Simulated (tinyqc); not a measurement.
Inside a calculation: six-band Luttinger-Kohn model with strain. Values are carried at full precision from step to step, so a last printed digit may differ when a step is redone from the rounded ones.

Constants: hbar^2/2m0 = 3.80998211 eV angstrom^2.

Values chosen for the exercise (near those of InSb; the results hold for these values, not for the real material): C11 = 68.9 GPa; C12 = 37.8 GPa; C44 = 31.1 GPa; load = uniaxial [100] (kind of stress); X = -2.48 GPa (stress); Dso = 0.812 eV (spin-orbit splitting); g1 = 34.81 (Luttinger gamma1); g2 = 15.47 (gamma2); g3 = 16.49 (gamma3); av = 0.36 eV (valence hydrostatic potential); b = -1.99 eV (tetragonal shear potential); d = -4.65 eV (trigonal shear potential); k = (-0.002, 0.011, 0) 1/angstrom (wave vector); kmax = 0.015 1/angstrom (end of the path).

## Strain from a uniaxial [100] stress

s11 = (C11 + C12)/((C11 - C12)(C11 + 2 C12)), s12 = -C12/((C11 - C12)(C11 + 2 C12)), s44 = 1/C44; exx = s11 sxx + s12 (syy + szz) and cyclic, exy = s44 sxy/2; tension is positive. A uniaxial stress X along the unit vector n is s_ij = X n_i n_j.

s11, s12, s44 (1/TPa): 23.7430  -8.4113  32.1543

strain tensor:
```
           x         y         z
x  -0.058883  0.000000  0.000000
y   0.000000  0.020860  0.000000
z   0.000000  0.000000  0.020860
```

The volume changes by -1.716 %; there is no shear in the cubic axes, so d does not enter.

## The terms P, Q, R, S at one k

P = c g1 k^2 - av tr(e); Q = c g2 (kx^2 + ky^2 - 2 kz^2) - (b/2)(exx + eyy - 2 ezz); R = c sqrt3 [-g2 (kx^2 - ky^2) + 2i g3 kx ky] + (sqrt3/2) b (exx - eyy) - i d exy; S = 2 c sqrt3 g3 (kx - i ky) kz - d (exz - i eyz); c = hbar^2/2m0, e the strain tensor (not engineering shear).

Form the four terms.

Terms (eV):

| term | from k | from strain |
|---|---|---|
| P | 0.01658 | 0.00618 |
| Q | 0.00737 | -0.07934 |
| R | 0.01194-0.00479i | 0.13743 |
| S | 0.00000 | 0.00000 |

## The Hamiltonian

Six-band Luttinger-Kohn model in the basis |3/2,3/2>, |3/2,1/2>, |3/2,-1/2>, |3/2,-3/2>, |1/2,1/2>, |1/2,-1/2>, electron energies, zero at the top of the unstrained valence band. H = -[rows: (P+Q, -S, R, 0, -S/r2, r2 R); (-S*, P-Q, 0, R, -r2 Q, r32 S); (R*, 0, P-Q, S, r32 S*, r2 Q); (0, R*, S*, P+Q, -r2 R*, -S*/r2); (-S*/r2, -r2 Q, r32 S, -r2 R, P+Dso, 0); (r2 R*, r32 S*, r2 Q, -S/r2, 0, P+Dso)], r2 = sqrt(2), r32 = sqrt(3/2). Levels are twofold.

Each term is the sum of its two parts.

H(k) (eV), lower triangle (Hermitian):
```
                  3/2,3/2          3/2,1/2  3/2,-1/2        3/2,-3/2  1/2,1/2  1/2,-1/2
3/2,3/2            0.0492
3/2,1/2                 0          -0.0947
3/2,-1/2  -0.1494-0.0048i                0   -0.0947
3/2,-3/2                0  -0.1494-0.0048i         0          0.0492
1/2,1/2                 0          -0.1018         0  0.2112-0.0068i  -0.8348
1/2,-1/2  -0.2112-0.0068i                0    0.1018               0        0   -0.8348
```

## Levels and their make-up

Diagonalise H. The weights add +m and -m and are averaged over each pair; m is taken along z.

levels from the top, each twofold (eV): 0.1959  -0.1878  -0.8884

weights:
```
               top  second  third
|3/2,+-3/2>  0.695   0.262  0.042
|3/2,+-1/2>  0.256   0.736  0.007
|1/2,+-1/2>  0.049   0.001  0.950
```

The top pair is 70 % |3/2,+-3/2>, the second pair is 74 % |3/2,+-1/2> and the third pair is 95 % |1/2,+-1/2>.

## Band edges at k = 0
Diagonalise H at k = 0. The weights add +m and -m (m along z) and are averaged over each pair.

edges from the top (eV): 0.2019  -0.1649  -0.8676

weights at k = 0:
```
               top  second  third
|3/2,+-3/2>  0.715   0.250  0.035
|3/2,+-1/2>  0.238   0.750  0.012
|1/2,+-1/2>  0.046   0.000  0.954
```

The stress splits the top two pairs by 366.7 meV, 14.19 times kT at 300 K (25.85 meV); the third lies 1069.4 meV below the top, against Dso = 812 meV without stress.

## Polarisation of the edge transitions

In the basis X, Y, Z times spin, H(k = 0) has -Dso/3 + l exx + m (eyy + ezz) on the diagonal (cyclic) and n exy off it, l = av + 2 b, m = av - b, n = sqrt(3) d. Spin-orbit term (Dso/3) L.sigma on X, Y, Z with (L_k)_ij = -i epsilon_kij: <X+|H|Y+> = -i Dso/3, <X+|H|Z-> = Dso/3, <Y+|H|Z-> = -i Dso/3, <Z+|H|X-> = -Dso/3, <Z+|H|Y-> = i Dso/3, <X-|H|Y-> = i Dso/3, and their conjugates; + and - are the spin along z. The strength of a transition to an s-like conduction level for light polarised along the unit vector u is the weight of the orbital ux X + uy Y + uz Z in the valence state, summed over spin and averaged over the pair.

strain block of X, Y, Z (eV), lower triangle:
```
         X         Y         Z
X  0.31120
Y        0  -0.16487
Z        0         0  -0.16487
```

Relative strengths:

| polarisation | top | second | third |
|---|---|---|---|
| [100] | 0.849 | 0.000 | 0.151 |
| [010] | 0.075 | 0.500 | 0.425 |
| [001] | 0.075 | 0.500 | 0.425 |
| [110] | 0.462 | 0.250 | 0.288 |
| [1-10] | 0.462 | 0.250 | 0.288 |
| [111] | 0.333 | 0.333 | 0.333 |

The top pair is strongest for light along [100] (0.849) and weakest along [010] and [001] (0.075); without strain every direction has 1/3 on average over the fourfold top. For each polarisation the three pairs add up to 1.

## Hole masses at the edges

Curvature at k = 0: m/m0 = -2 c h^2/(E(h u) + E(-h u) - 2 E(0)) with h = 0.0002 1/angstrom along the unit vector u.

Hole masses (m0):

| direction | top | second | third |
|---|---|---|---|
| [110] | 0.021 | 0.037 | 0.033 |
| [1-10] | 0.021 | 0.037 | 0.033 |
| [100] | 0.012 | 0.258 | 0.056 |
| [001] | 0.092 | 0.020 | 0.023 |

Of the directions listed, the top pair is lightest along [100] (0.012) and heaviest along [001] (0.092). These masses hold only for hole energies well below the splitting of 367 meV.

## Bands along [100] and [001]

Six points from 0 to kmax in each direction.

Levels (eV):

| direction | \|k\| (1/angstrom) | top | second | third | top, no stress | second, no stress |
|---|---|---|---|---|---|---|
| [100] | 0.000 | 0.2019 | -0.1649 | -0.8676 | 0.0000 | 0.0000 |
| [100] | 0.003 | 0.1990 | -0.1650 | -0.8682 | -0.0001 | -0.0023 |
| [100] | 0.006 | 0.1906 | -0.1654 | -0.8700 | -0.0005 | -0.0090 |
| [100] | 0.009 | 0.1765 | -0.1661 | -0.8732 | -0.0012 | -0.0201 |
| [100] | 0.012 | 0.1568 | -0.1670 | -0.8777 | -0.0021 | -0.0353 |
| [100] | 0.015 | 0.1318 | -0.1682 | -0.8837 | -0.0033 | -0.0546 |
| [001] | 0.000 | 0.2019 | -0.1649 | -0.8676 | 0.0000 | 0.0000 |
| [001] | 0.003 | 0.2015 | -0.1666 | -0.8690 | -0.0001 | -0.0023 |
| [001] | 0.006 | 0.2004 | -0.1717 | -0.8735 | -0.0005 | -0.0090 |
| [001] | 0.009 | 0.1986 | -0.1802 | -0.8812 | -0.0012 | -0.0201 |
| [001] | 0.012 | 0.1962 | -0.1919 | -0.8922 | -0.0021 | -0.0353 |
| [001] | 0.015 | 0.1933 | -0.2066 | -0.9068 | -0.0033 | -0.0546 |

## Checks

- Levels against the same model in the basis X, Y, Z times spin: they agree to 1e-10 or better.

(tinyqc, `OMP_NUM_THREADS=1 python tinyqc.py 1050688 1050689 out.jsonl`, Intel(R) Xeon(R) Processor @ 2.30GHz, 1 thread, shared host, about 0.06 s.)
